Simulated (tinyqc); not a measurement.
Worked calculation: Pariser-Parr-Pople SCF with singles CI, for the molecule c1ccc2cccc-2cc1 (SMILES; centres numbered as the heavy atoms are written). One step of it, computed by the program tinyqc.

Task: PPP integrals. Ohno: gamma = 14.399645/sqrt(R^2 + a^2), a = 2 x 14.399645/(gamma_rr + gamma_ss); H_rr = -W_r - sum_(s != r) z_s gamma_rs; H_rs = beta for bonds.

Centres (angstrom, eV; a flat drawing with bonds scaled to 1.40 angstrom):
```
centre          x          y  core charge z          W   gamma_rr
1C       2.531000   0.000000              1  11.160000  11.130000
2C       1.924000   1.261000              1  11.160000  11.130000
3C       0.559000   1.573000              1  11.160000  11.130000
4C      -0.536000   0.700000              1  11.160000  11.130000
5C      -1.867000   1.133000              1  11.160000  11.130000
6C      -2.690000   0.000000              1  11.160000  11.130000
7C      -1.867000  -1.133000              1  11.160000  11.130000
8C      -0.536000  -0.700000              1  11.160000  11.130000
9C       0.559000  -1.573000              1  11.160000  11.130000
10C      1.924000  -1.261000              1  11.160000  11.130000
```

Resonance integrals (eV):
```
i    j       beta
1    2  -2.450000
2    3  -2.450000
3    4  -2.450000
4    5  -2.450000
5    6  -2.450000
6    7  -2.450000
7    8  -2.450000
8    9  -2.450000
9   10  -2.450000
10   1  -2.450000
8    4  -2.450000
```

Give: repulsion gamma_rs; core matrix H.

Result:

repulsion gamma_rs (eV), order 1C, 2C, 3C, 4C, 5C, 6C, 7C, 8C, 9C, 10C:
```
[[11.1300, 7.5553, 5.0793, 4.2333, 3.0493, 2.6771, 3.0493, 4.2333, 5.0793, 7.5553],
 [7.5553, 11.1300, 7.5533, 5.0783, 3.5930, 2.9060, 3.0857, 4.2332, 4.2336, 5.0802],
 [5.0793, 7.5533, 11.1300, 7.5527, 5.1715, 3.7552, 3.7327, 5.0786, 4.2331, 4.2336],
 [4.2333, 5.0783, 7.5527, 11.1300, 7.5548, 5.5206, 5.5199, 7.5539, 5.0786, 4.2332],
 [3.0493, 3.5930, 5.1715, 7.5548, 11.1300, 7.5528, 5.5185, 5.5199, 3.7327, 3.0857],
 [2.6771, 2.9060, 3.7552, 5.5206, 7.5528, 11.1300, 7.5528, 5.5206, 3.7552, 2.9060],
 [3.0493, 3.0857, 3.7327, 5.5199, 5.5185, 7.5528, 11.1300, 7.5548, 5.1715, 3.5930],
 [4.2333, 4.2332, 5.0786, 7.5539, 5.5199, 5.5206, 7.5548, 11.1300, 7.5527, 5.0783],
 [5.0793, 4.2336, 4.2331, 5.0786, 3.7327, 3.7552, 5.1715, 7.5527, 11.1300, 7.5533],
 [7.5553, 5.0802, 4.2336, 4.2332, 3.0857, 2.9060, 3.5930, 5.0783, 7.5533, 11.1300]]
```

core matrix H (eV), order 1C, 2C, 3C, 4C, 5C, 6C, 7C, 8C, 9C, 10C:
```
[[-53.6716, -2.4500, 0.0000, 0.0000, 0.0000, 0.0000, 0.0000, 0.0000, 0.0000, -2.4500],
 [-2.4500, -54.4786, -2.4500, 0.0000, 0.0000, 0.0000, 0.0000, 0.0000, 0.0000, 0.0000],
 [0.0000, -2.4500, -57.5500, -2.4500, 0.0000, 0.0000, 0.0000, 0.0000, 0.0000, 0.0000],
 [0.0000, 0.0000, -2.4500, -63.4852, -2.4500, 0.0000, 0.0000, -2.4500, 0.0000, 0.0000],
 [0.0000, 0.0000, 0.0000, -2.4500, -55.9383, -2.4500, 0.0000, 0.0000, 0.0000, 0.0000],
 [0.0000, 0.0000, 0.0000, 0.0000, -2.4500, -53.3062, -2.4500, 0.0000, 0.0000, 0.0000],
 [0.0000, 0.0000, 0.0000, 0.0000, 0.0000, -2.4500, -55.9383, -2.4500, 0.0000, 0.0000],
 [0.0000, 0.0000, 0.0000, -2.4500, 0.0000, 0.0000, -2.4500, -63.4852, -2.4500, 0.0000],
 [0.0000, 0.0000, 0.0000, 0.0000, 0.0000, 0.0000, 0.0000, -2.4500, -57.5500, -2.4500],
 [-2.4500, 0.0000, 0.0000, 0.0000, 0.0000, 0.0000, 0.0000, 0.0000, -2.4500, -54.4786]]
```
